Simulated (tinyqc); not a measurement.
Inside a calculation. Method: plane-wave Kohn-Sham cycle with exchange-only LDA in a layered model solid. Computed by tinyqc, a small Python program that keeps every step. Settings: points = 16, plane-wave index or count = 2, electrons = 2, k points = 4, area = 29.0, mixing = 0.3, iteration cap = 75. Command: `OMP_NUM_THREADS=1 python tinyqc.py 30706 30707 out.jsonl` (the two numbers bound the seeds that draw the settings). One thread of a shared host (Intel(R) Xeon(R) Processor @ 2.60GHz), about 0.03 s of CPU time with the checks. Later iterations appear only in the table of the cycle.

## Iteration 1: potential

A solid whose potential varies along x alone (atomic units):
```
parameter,value
period a,9.800000
cross-section of the cell,29.000000
electrons per cell,2
grid points,16
"plane waves -n..n, n",2
k points,4
V1 in V1 cos(2 pi x/a),-0.580000
V2 in V2 cos(4 pi x/a),0.110000
```

density at the start, on the grid x_j = j a/N (e/bohr^3): 0.0070373  0.0070373  0.0070373  0.0070373  0.0070373  0.0070373  0.0070373  0.0070373  0.0070373  0.0070373  0.0070373  0.0070373  0.0070373  0.0070373  0.0070373  0.0070373

V_H(G) = 4 pi rho(G)/G^2 for G != 0 (uniform background); v_x = -(3 rho/pi)^(1/3); V = V_ext + V_H + v_x; Fourier components f(G_m) = (1/N) sum_j f(x_j) exp(-i G_m x_j).

Potentials on the grid (hartree):
```
x,V_ext,V_H,v_x,V
0.00000,-0.47000,0.00000,-0.18871,-0.65871
0.61250,-0.45807,0.00000,-0.18871,-0.64678
1.22500,-0.41012,0.00000,-0.18871,-0.59883
1.83750,-0.29974,0.00000,-0.18871,-0.48845
2.45000,-0.11000,0.00000,-0.18871,-0.29871
3.06250,0.14417,0.00000,-0.18871,-0.04453
3.67500,0.41012,0.00000,-0.18871,0.22141
4.28750,0.61363,0.00000,-0.18871,0.42492
4.90000,0.69000,0.00000,-0.18871,0.50129
5.51250,0.61363,0.00000,-0.18871,0.42492
6.12500,0.41012,0.00000,-0.18871,0.22141
6.73750,0.14417,0.00000,-0.18871,-0.04453
7.35000,-0.11000,0.00000,-0.18871,-0.29871
7.96250,-0.29974,0.00000,-0.18871,-0.48845
8.57500,-0.41012,0.00000,-0.18871,-0.59883
9.18750,-0.45807,0.00000,-0.18871,-0.64678
```

V(G_m), m = 0, 1, 2, ... (hartree): -0.18871  -0.29000  0.05500  0.00000  0.00000

## Iteration 1: Hamiltonian at one k

k = 0.12500 2 pi / a

H(m,m') = (k + G_m)^2/2 delta + V(G_m - G_m'), with V(-G) = V(G).

H (hartree), lower triangle:
```
,-2,-1,+0,+1,+2
-2,0.53386
-1,-0.29000,-0.03135
+0,0.05500,-0.29000,-0.18550
+1,0.00000,0.05500,-0.29000,0.07142
+2,0.00000,0.00000,0.05500,-0.29000,0.73939
```

## Iteration 1: levels at that k

Diagonalise the Hermitian matrix.

eigenvalues (hartree): -0.49995  -0.14680  0.20581  0.68744  0.88132

## Iteration 1: new density

Motion across x is left out: the lowest 1 band(s) hold two electrons at each of the k points (j + 1/2)/nk - 1/2. Residual R = rho(out) - rho(in); rho(new) = rho(in) + 0.3 R. rho(out) = 2/(a A nk) sum |psi|^2 with psi = sum c exp(i G x). Harris energy E = band energy - dV sum rho (V_H/2 + v_x) + (3/4) dV sum rho v_x with rho(in), dV = a A/N, band energy = (2/nk) sum of the filled levels.

rho(out) (e/bohr^3): 0.0226313  0.0200099  0.0137677  0.0072704  0.0028810  0.0008349  0.0001776  0.0000340  0.0000144  0.0000340  0.0001776  0.0008349  0.0028810  0.0072704  0.0137677  0.0200099

density after iteration 1 (e/bohr^3): 0.0117155  0.0109291  0.0090564  0.0071072  0.0057904  0.0051766  0.0049794  0.0049363  0.0049304  0.0049363  0.0049794  0.0051766  0.0057904  0.0071072  0.0090564  0.0109291

energy per cell = -0.9050439 hartree

## Iteration 2: potential

As before.

Potentials on the grid (hartree):
```
x,V_ext,V_H,v_x,V
0.00000,-0.47000,0.10650,-0.22365,-0.58715
0.61250,-0.45807,0.09579,-0.21853,-0.58081
1.22500,-0.41012,0.06718,-0.20526,-0.54821
1.83750,-0.29974,0.02906,-0.18933,-0.46001
2.45000,-0.11000,-0.00964,-0.17683,-0.29647
3.06250,0.14417,-0.04275,-0.17035,-0.06892
3.67500,0.41012,-0.06725,-0.16816,0.17471
4.28750,0.61363,-0.08211,-0.16767,0.36385
4.90000,0.69000,-0.08707,-0.16760,0.43532
5.51250,0.61363,-0.08211,-0.16767,0.36385
6.12500,0.41012,-0.06725,-0.16816,0.17471
6.73750,0.14417,-0.04275,-0.17035,-0.06892
7.35000,-0.11000,-0.00964,-0.17683,-0.29647
7.96250,-0.29974,0.02906,-0.18933,-0.46001
8.57500,-0.41012,0.06718,-0.20526,-0.54821
9.18750,-0.45807,0.09579,-0.21853,-0.58081
```

V(G_m), m = 0, 1, 2, ... (hartree): -0.18647  -0.25560  0.05514  -0.00003  0.00014

## Iteration 2: Hamiltonian at one k

k = 0.12500 2 pi / a

As before.

H (hartree), lower triangle:
```
,-2,-1,+0,+1,+2
-2,0.53610
-1,-0.25560,-0.02911
+0,0.05514,-0.25560,-0.18326
+1,-0.00003,0.05514,-0.25560,0.07365
+2,0.00014,-0.00003,0.05514,-0.25560,0.74163
```

## Iteration 2: levels at that k

As before.

eigenvalues (hartree): -0.44719  -0.12364  0.19596  0.66050  0.85339

## Iteration 2: new density

As before.

rho(out) (e/bohr^3): 0.0217185  0.0193859  0.0137373  0.0076449  0.0032824  0.0010647  0.0002598  0.0000537  0.0000208  0.0000537  0.0002598  0.0010647  0.0032824  0.0076449  0.0137373  0.0193859

density after iteration 2 (e/bohr^3): 0.0147164  0.0134661  0.0104607  0.0072685  0.0050380  0.0039430  0.0035635  0.0034715  0.0034576  0.0034715  0.0035635  0.0039430  0.0050380  0.0072685  0.0104607  0.0134661

energy per cell = -0.8193699 hartree

## Convergence

Stop when sqrt(dV sum R^2) is below 1e-8, dV = a A/N.

Course of the cycle:
```
iteration,E (hartree),norm of the residual
1,-0.9050439,1.35e-01
2,-0.8193699,8.94e-02
3,-0.7805148,5.85e-02
4,-0.7640593,3.81e-02
5,-0.7574322,2.47e-02
6,-0.7549043,1.61e-02
7,-0.7540124,1.06e-02
8,-0.7537407,7.04e-03
9,-0.7536865,4.74e-03
10,-0.7536978,3.24e-03
11,-0.7537218,2.24e-03
...,...,...
38,-0.7537777,2.71e-07
39,-0.7537777,1.93e-07
40,-0.7537777,1.37e-07
41,-0.7537777,9.79e-08
42,-0.7537777,6.97e-08
43,-0.7537777,4.96e-08
44,-0.7537777,3.53e-08
45,-0.7537777,2.51e-08
46,-0.7537777,1.78e-08
47,-0.7537777,1.27e-08
48,-0.7537777,9.02e-09
```

Converged in 48 iterations. Before convergence this energy mixes input and output and is not variational, so it may rise towards its limit.
